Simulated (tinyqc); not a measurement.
A run and its error bars: classical Heisenberg spin chain: exact results, Metropolis, heat-bath and over-relaxation steps, and a Monte Carlo run. Computed by tinyqc, a small Python program. Command: `OMP_NUM_THREADS=1 python tinyqc.py 3130109 3130110 out.jsonl heismc walk`. One thread of a shared host (Intel(R) Xeon(R) Processor @ 2.30GHz), about 0.2 s of CPU time with the checks.

E = -J sum_i s_i . s_(i+1) for unit vectors s_i on an open chain; K = J/(k_B T).

Inputs (values chosen for the exercise, for a model chain of large moments):
```
quantity                     value  unit
coupling J                     3.8   meV
temperature T                   16     K
moment mu                      6.4  mu_B
length N of the open chain       8     -
seed                        749650     -
```

Update: Metropolis.

Constants: k_B = 8.617333262e-05 eV/K; mu_B = 5.7883818060e-05 eV/T.

Method:
- Each bond angle is independent, so u = <s_i . s_(i+1)> = coth K - 1/K, <s_i . s_(i+n)> = u^n, correlation length xi = -1/ln|u|, energy per bond -J u, heat capacity per bond c/k_B = 1 - K^2/sinh^2 K, and for the long chain chi = mu^2 (1 + u)/(3 k_B T (1 - u)) per spin.
- For N spins, <|sum s|^2>/N = (1 + u)/(1 - u) - 2 u (1 - u^N)/(N (1 - u)^2); the long chain has (1 + u)/(1 - u), chi over the Curie value, and the difference is relative to it.
- From the ordered state (alternating for J < 0), with trial spins uniform on the sphere, 200 sweeps are discarded and 1600 recorded (even and odd sites in turn; random numbers not printed, so these rows are one sample). Errors are the scatter of block means over sqrt(number of blocks).

K = 2.75607

u = 0.645273

<|sum s|^2>/N = 3.39465

Blocking:
```
block length  mean bond product      error  <|sum s|^2>/N    error
1                       0.65045  0.0030210         3.2165  0.04065
4                       0.65045  0.0050227         3.2165  0.07427
16                      0.65045  0.0066336         3.2165  0.11839
40                      0.65045  0.0077172         3.2165  0.14523
80                      0.65045  0.0075953         3.2165  0.15454
```

With blocks of 40 the bond product is 0.7 error bars from the exact u = 0.6453, and <|sum s|^2>/N is 1.2 from the exact 3.395. Blocking to 40 changes the two errors by factors 2.6 and 3.6, because successive sweeps are correlated. 27 % of the trial spins are accepted.
